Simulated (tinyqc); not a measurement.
Worked calculation: Pariser-Parr-Pople SCF with singles CI, for the molecule C=Cc1cccc(Cl)c1 (SMILES; centres numbered as the heavy atoms are written). One step of it, computed by the program tinyqc.

Task: Iteration 1: Fock matrix. F_rr = H_rr + P_rr gamma_rr / 2 + sum_(s != r) P_ss gamma_rs; F_rs = H_rs - P_rs gamma_rs / 2; E = tr P (H + F) / 2 + core repulsion sum_(r<s) z_r z_s gamma_rs.

P at the start:
```
            1C         2C         3C         4C         5C         6C         7C        8Cl
1C    1.000000   0.912122   0.000000  -0.239724   0.000000   0.189723   0.000000   0.053536
2C    0.912122   1.000000   0.404621   0.000000  -0.050001   0.000000  -0.042598   0.000000
3C    0.000000   0.404621   1.000000   0.594344   0.000000  -0.282322   0.000000  -0.081748
4C   -0.239724   0.000000   0.594344   1.082511   0.661223  -0.082511  -0.263744   0.249172
5C    0.000000  -0.050001   0.000000   0.661223   1.000000   0.679801   0.000000  -0.092925
6C    0.189723   0.000000  -0.282322  -0.082511   0.679801   1.082511   0.582803  -0.249172
7C    0.000000  -0.042598   0.000000  -0.263744   0.000000   0.582803   1.000000   0.478904
8Cl   0.053536   0.000000  -0.081748   0.249172  -0.092925  -0.249172   0.478904   1.752467
9C   -0.267777   0.000000   0.629800  -0.082511  -0.299200   0.082511   0.599680  -0.249172

            9C
1C   -0.267777
2C    0.000000
3C    0.629800
4C   -0.082511
5C   -0.299200
6C    0.082511
7C    0.599680
8Cl  -0.249172
9C    1.082511
```

core matrix H (eV):
```
             1C          2C          3C          4C          5C          6C          7C         8Cl
1C   -46.752549   -2.280000    0.000000    0.000000    0.000000    0.000000    0.000000    0.000000
2C    -2.280000  -53.131312   -2.280000    0.000000    0.000000    0.000000    0.000000    0.000000
3C     0.000000   -2.280000  -61.612777   -2.280000    0.000000    0.000000    0.000000    0.000000
4C     0.000000    0.000000   -2.280000  -56.925124   -2.280000    0.000000    0.000000    0.000000
5C     0.000000    0.000000    0.000000   -2.280000  -55.359677   -2.280000    0.000000    0.000000
6C     0.000000    0.000000    0.000000    0.000000   -2.280000  -58.116230   -2.280000    0.000000
7C     0.000000    0.000000    0.000000    0.000000    0.000000   -2.280000  -64.021647   -1.510000
8Cl    0.000000    0.000000    0.000000    0.000000    0.000000    0.000000   -1.510000  -60.845465
9C     0.000000    0.000000   -2.280000    0.000000    0.000000    0.000000   -2.280000    0.000000

             9C
1C     0.000000
2C     0.000000
3C    -2.280000
4C     0.000000
5C     0.000000
6C     0.000000
7C    -2.280000
8Cl    0.000000
9C   -61.983977
```

repulsion gamma_rs (eV):
```
            1C         2C         3C         4C         5C         6C         7C        8Cl
1C   11.130000   7.552098   5.238975   3.670089   2.868972   2.763568   3.276892   2.776548
2C    7.552098  11.130000   7.554401   5.239934   3.670608   3.276952   3.670525   2.883502
3C    5.238975   7.554401  11.130000   7.554730   5.239934   4.668972   5.239789   3.700694
4C    3.670089   5.239934   7.554730  11.130000   7.554401   5.239789   4.669146   3.298458
5C    2.868972   3.670608   5.239934   7.554401  11.130000   7.554586   5.240118   3.700887
6C    2.763568   3.276952   4.668972   5.239789   7.554586  11.130000   7.554730   5.328850
7C    3.276892   3.670525   5.239789   4.669146   5.240118   7.554730  11.130000   7.828022
8Cl   2.776548   2.883502   3.700694   3.298458   3.700887   5.328850   7.828022  13.000000
9C    4.668858   5.239789   7.554586   5.240118   4.669283   5.239934   7.554401   5.328504

            9C
1C    4.668858
2C    5.239789
3C    7.554586
4C    5.240118
5C    4.669283
6C    5.239934
7C    7.554401
8Cl   5.328504
9C   11.130000
```

Centres (angstrom, eV; a flat drawing with bonds scaled to 1.40 angstrom):
```
centre          x          y  core charge z          W   gamma_rr
1C       2.878000  -1.051000              1  11.160000  11.130000
2C       2.281000   0.216000              1  11.160000  11.130000
3C       0.886000   0.332000              1  11.160000  11.130000
4C       0.289000   1.598000              1  11.160000  11.130000
5C      -1.106000   1.714000              1  11.160000  11.130000
6C      -1.904000   0.564000              1  11.160000  11.130000
7C      -1.307000  -0.702000              1  11.160000  11.130000
8Cl     -2.105000  -1.852000              2  26.000000  13.000000
9C       0.088000  -0.818000              1  11.160000  11.130000
```

Give: F; pi energy.

Result:

F (eV):
```
         1C      2C      3C      4C      5C      6C      7C      8Cl
1C   -5.366  -5.724   0.000   0.440   0.000  -0.262   0.000   -0.074
2C   -5.724  -5.174  -3.808   0.000   0.092   0.000   0.078    0.000
3C    0.000  -3.808  -4.879  -4.525   0.000   0.659   0.000    0.151
4C    0.440   0.000  -4.525  -5.088  -4.778   0.216   0.616   -0.411
5C    0.000   0.092   0.000  -4.778  -4.879  -4.848   0.000    0.172
6C   -0.262   0.000   0.659   0.216  -4.848  -5.590  -4.481    0.664
7C    0.000   0.078   0.000   0.616   0.000  -4.481  -5.901   -3.384
8Cl  -0.074   0.000   0.151  -0.411   0.172   0.664  -3.384  -13.457
9C    0.625   0.000  -4.659   0.216   0.699  -0.216  -4.545    0.664

         9C
1C    0.625
2C    0.000
3C   -4.659
4C    0.216
5C    0.699
6C   -0.216
7C   -4.545
8Cl   0.664
9C   -5.590
```

pi energy = -143.585 eV
